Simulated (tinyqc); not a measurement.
Potential-pH (Pourbaix) lines of a metal, its cation, its oxide and an oxyanion, with a complexing ligand: one step, computed by the program tinyqc. Command: `OMP_NUM_THREADS=1 python tinyqc.py 3010444 3010445 out.jsonl pourb walk`. One thread of a shared host (Intel(R) Xeon(R) Processor @ 2.30GHz), about 0.01 s of CPU time with the checks.

Potentials are against the standard hydrogen electrode; solids and water have unit activity; dG_f of M, H+ and the electron is zero; F = e N_A and s = R T ln(10)/F. The cation carries z = 2.

Task: Standard potentials. M2+ + 2e = M; MO + 2H+ + 2e = M + H2O; MO2(2-) + 4H+ + 2e = M + 2H2O. For each, E0 = -dG/(z F), and E = E0 + (s/z) log10 a - (s n_H/z) pH, with no activity term for the oxide.

Inputs (values chosen for the exercise, modelled on iron):

| quantity | value | unit |
|---|---|---|
| dG_f of the cation | -78.37 | kJ/mol |
| dG_f of the oxide | -250.13 | kJ/mol |
| dG_f of the oxyanion | -305.12 | kJ/mol |
| dG_f of water | -237.14 | kJ/mol |
| temperature T | 298.15 | K |

Species: M, M2+, MO, MO2(2-).

Constants: R = 8.314462618 J/(mol K); e = 1.602176634e-19 C; N_A = 6.02214076e+23 1/mol.

Give: s; E0.

Result:

s = 0.05916 V

E0 (V): cation -0.4061, oxide -0.0673, oxyanion 0.8766

The metal is less noble than hydrogen.
